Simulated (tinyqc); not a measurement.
Thermal resistances of a two-die stack.

Problem. Heat leaves through the lower die only, and the system is linear. Find the resistance R1 from the lower die to the coolant, R2 between the dies, and the rise of the upper die when both are powered.

Parameters, values chosen for the exercise:
- P1 = 23 W (power of the lower die)
- P2 = 22 W (power of the upper die)

rises of the lower and upper die with only the lower one powered (K): 10.35  10.35
rises of the lower and upper die with only the upper one powered (K): 9.9  20.02

Solution. With only the lower die powered no heat crosses R2, so both dies rise by P1 R1; the difference in the second test is P2 R2; rises add.

R1 = 0.450 K/W
R2 = 0.460 K/W
rise of the upper die = 30.4 K

Numbers from tinyqc (`OMP_NUM_THREADS=1 python tinyqc.py 2162173 2162174 out.jsonl`; about 0.03 s on one thread of a shared Intel Xeon 2.30GHz).
